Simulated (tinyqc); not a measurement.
Worked calculation: empirical pseudopotential in a few plane waves. One step of it, computed by the program tinyqc.

Question. Levels at G. Diagonalise the Hermitian matrix.

H(k) at G (eV), order +0+0+0, -1-1-1, -1-1+1, -1+1-1, -1+1+1, +1-1-1, +1-1+1, +1+1-1, +1+1+1, -2+0+0, +0-2+0, +0+0-2, +0+0+2, +0+2+0, +2+0+0:
```
[[0.000000, 2.385928, -2.385928, -2.385928, -2.385928, -2.385928, -2.385928, -2.385928, 2.385928, 0.000000, 0.000000, 0.000000, 0.000000, 0.000000, 0.000000],
 [2.385928, 15.080970, 0.000000, 0.000000, -0.149663, 0.000000, -0.149663, -0.149663, 0.000000, -2.385928, -2.385928, -2.385928, -0.654206, -0.654206, -0.654206],
 [-2.385928, 0.000000, 15.080970, 0.149663, 0.000000, 0.149663, 0.000000, 0.000000, -0.149663, -2.385928, -2.385928, 0.654206, 2.385928, -0.654206, -0.654206],
 [-2.385928, 0.000000, 0.149663, 15.080970, 0.000000, 0.149663, 0.000000, 0.000000, -0.149663, -2.385928, 0.654206, -2.385928, -0.654206, 2.385928, -0.654206],
 [-2.385928, -0.149663, 0.000000, 0.000000, 15.080970, 0.000000, 0.149663, 0.149663, 0.000000, 2.385928, -0.654206, -0.654206, -2.385928, -2.385928, 0.654206],
 [-2.385928, 0.000000, 0.149663, 0.149663, 0.000000, 15.080970, 0.000000, 0.000000, -0.149663, 0.654206, -2.385928, -2.385928, -0.654206, -0.654206, 2.385928],
 [-2.385928, -0.149663, 0.000000, 0.000000, 0.149663, 0.000000, 15.080970, 0.149663, 0.000000, -0.654206, 2.385928, -0.654206, -2.385928, 0.654206, -2.385928],
 [-2.385928, -0.149663, 0.000000, 0.000000, 0.149663, 0.000000, 0.149663, 15.080970, 0.000000, -0.654206, -0.654206, 2.385928, 0.654206, -2.385928, -2.385928],
 [2.385928, 0.000000, -0.149663, -0.149663, 0.000000, -0.149663, 0.000000, 0.000000, 15.080970, -0.654206, -0.654206, -0.654206, -2.385928, -2.385928, -2.385928],
 [0.000000, -2.385928, -2.385928, -2.385928, 2.385928, 0.654206, -0.654206, -0.654206, -0.654206, 20.107959, 0.149663, 0.149663, -0.149663, -0.149663, 0.000000],
 [0.000000, -2.385928, -2.385928, 0.654206, -0.654206, -2.385928, 2.385928, -0.654206, -0.654206, 0.149663, 20.107959, 0.149663, -0.149663, 0.000000, -0.149663],
 [0.000000, -2.385928, 0.654206, -2.385928, -0.654206, -2.385928, -0.654206, 2.385928, -0.654206, 0.149663, 0.149663, 20.107959, 0.000000, -0.149663, -0.149663],
 [0.000000, -0.654206, 2.385928, -0.654206, -2.385928, -0.654206, -2.385928, 0.654206, -2.385928, -0.149663, -0.149663, 0.000000, 20.107959, 0.149663, 0.149663],
 [0.000000, -0.654206, -0.654206, 2.385928, -2.385928, -0.654206, 0.654206, -2.385928, -2.385928, -0.149663, 0.000000, -0.149663, 0.149663, 20.107959, 0.149663],
 [0.000000, -0.654206, -0.654206, -0.654206, 0.654206, 2.385928, -2.385928, -2.385928, -2.385928, 0.000000, -0.149663, -0.149663, 0.149663, 0.149663, 20.107959]]
```

Give: eigenvalues.

Answer.

eigenvalues (eV): [-2.5227, 10.9114, 10.9114, 10.9114, 11.5848, 14.9313, 14.9313, 14.9313, 18.0526, 19.8086, 19.8086, 24.1279, 24.1279, 24.1279, 24.6517]
